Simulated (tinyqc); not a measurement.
Growth mode over temperature: epitaxial growth on a vicinal surface: Burton-Cabrera-Frank step flow, step-edge barrier and island nucleation. Computed by tinyqc, a small Python program. Command: `OMP_NUM_THREADS=1 python tinyqc.py 3013892 3013893 out.jsonl stepflow walk`. One thread of a shared host (Intel(R) Xeon(R) Processor @ 2.30GHz), about 0.01 s of CPU time with the checks.

Adatoms land at rate F, hop on a square grid (a simplification for hexagonal faces), desorb, or join steps. Lengths are in units of a and n is the adatom coverage. Steps ascend at x = 0 and descend at x = l.

Inputs (values chosen for the exercise, close to those used for GaN(0001)):

| quantity | value | unit |
|---|---|---|
| site spacing a | 3.19 | angstrom |
| step height h | 2.59 | angstrom |
| diffusion barrier E_d | 1.2 | eV |
| desorption energy E_a | 2.98 | eV |
| adatom formation energy E_f | 1.26 | eV |
| step-edge barrier E_s | 0.13 | eV |
| attempt frequency nu | 10 | THz |
| deposition rate F | 0.019 | layers/s |
| miscut angle | 0.3 | degrees |
| temperature T | 890 | C |
| critical nucleus size i | 1 | - |

Constants: k_B = 8.617333262e-05 eV/K.

Method:
- D = nu exp(-E_d/(k_B T)) (a^2/s, nu counted per direction); tau = exp(E_a/(k_B T))/nu; x_s = sqrt(D tau); n_eq = exp(-E_f/(k_B T)); terrace width l = h/(a tan(miscut)); Schwoebel length l_s = exp(E_s/(k_B T)) - 1.
- D n'' - n/tau + F = 0 with n(0) = n_eq and -l_s n'(l) = n(l) - n_eq. With u = n - F tau, A = n_eq - F tau, y = l/x_s, s = l_s/x_s: u = A cosh(x/x_s) + B sinh(x/x_s), B = A (1 - cosh y - s sinh y)/(sinh y + s cosh y). Flux into the ascending step J+ = D B/x_s, over the descending one J- = -(D/x_s)(A sinh y + B cosh y); step velocity J+ + J-; growth rate (J+ + J-)/l. For small y: J+ + J- = (F - n_eq/tau) l, J-/J+ = l/(l + 2 l_s).
- Island density on a flat surface without desorption: N = 0.25 (F/D)^(i/(i+2)) exp(E_i/((i+2) k_B T)) per site, with E_i = 0 for i = 1; spacing l_n = N^(-1/2). Step flow needs an effective width l_eff = 2 x(peak) below l_n.
- Temperatures in kelvin are T(C) + 273.15.
- x(peak) solves tanh(x/x_s) = -B/A. Rows where evaporation outweighs deposition are left out.

Scales:

| T (C) | x_s (a) | l_s (a) | incorporated share | l_n (a) | l_eff/l_n |
|---|---|---|---|---|---|
| 690 | 45396 | 3.7889 | 1.00000 | 51.06 | 3.1095 |
| 740 | 26741 | 3.4327 | 1.00000 | 57.50 | 2.7550 |
| 790 | 16557 | 3.1329 | 0.99999 | 64.05 | 2.4691 |
| 840 | 10702 | 2.8777 | 0.99995 | 70.64 | 2.2350 |
| 890 | 7182 | 2.6582 | 0.99974 | 77.27 | 2.0406 |
| 940 | 4981 | 2.4678 | 0.99864 | 83.89 | 1.8773 |
| 990 | 3556 | 2.3013 | 0.99346 | 90.49 | 1.7386 |
| 1040 | 2605 | 2.1545 | 0.97162 | 97.05 | 1.6197 |
| 1090 | 1952 | 2.0243 | 0.88852 | 103.55 | 1.5168 |

What follows from these numbers?

The ratio stays above 1: islands in every row. Incorporation goes from 100.0 % to 88.9 %.

Extremes, crossings and ranges named in words are read from the listed rows.
